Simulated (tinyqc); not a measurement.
Closable height against the size of the gap: wafer bonding and layer transfer: bond energy, gap closing, particles, bonding of dissimilar wafers and hydrogen blisters. Computed by tinyqc, a small Python program. Command: `OMP_NUM_THREADS=1 python tinyqc.py 3010371 3010372 out.jsonl bond walk`. One thread of a shared host (Intel(R) Xeon(R) Processor @ 2.30GHz), about 0.01 s of CPU time with the checks.

gamma is the energy per area of each of the two surfaces; plates are isotropic, and both wafers have E1 and t1.

Inputs (values chosen for the exercise, with wafer 1 close to silicon):

| quantity | value | unit |
|---|---|---|
| Young's modulus E1 | 141 | GPa |
| Poisson ratio nu | 0.2 | - |
| thickness t1 | 300 | micrometre |
| blade thickness t_b | 100 | micrometre |
| crack length L | 12.1 | mm |

Pair: two equal wafers.

Method. Two cantilevers opened by t_b: gamma = 3 t_b^2 E1 t1^3 E2 t2^3/(16 L^4 (E1 t1^3 + E2 t2^3)). E' = E1/(1 - nu^2), equal wafers of thickness t1 assumed. A gap of radius R closes if h_g < h_c: h_c = R^2/sqrt((2/3) E' t1^3/gamma) for R > 2 t1 (plate bending), h_c = 3.6 sqrt(R gamma/E') for R < 2 t1 (local deformation).

bond energy gamma = 0.166499 J/m^2

Gap closing:

| R (mm) | regime | h_c (nm) | slope h_c/R |
|---|---|---|---|
| 1.00e-04 | local | 1.2121e+00 | 0.012121 |
| 1.00e-03 | local | 3.8330e+00 | 0.003833 |
| 1.00e-02 | local | 1.2121e+01 | 0.001212 |
| 1.00e-01 | local | 3.8330e+01 | 0.000383 |
| 5.00e-01 | local | 8.5708e+01 | 0.000171 |
| 2.00e+00 | plate | 1.0038e+03 | 0.000502 |
| 5.00e+00 | plate | 6.2739e+03 | 0.001255 |
| 2.00e+01 | plate | 1.0038e+05 | 0.005019 |
| 5.00e+01 | plate | 6.2739e+05 | 0.012548 |

Roughness of 100 nm scale may be 1.2 nm in half height, waviness of radius 5 cm as much as 630 micrometre: h_c goes as R^(1/2) when the wafer deforms locally and as R^2 when it bends. The allowed slope is least near R = 2 t1, so defects about 4 t1 wide are the hardest to close; bow matters little.

Extremes, crossings and ranges named in words are read from the listed rows.
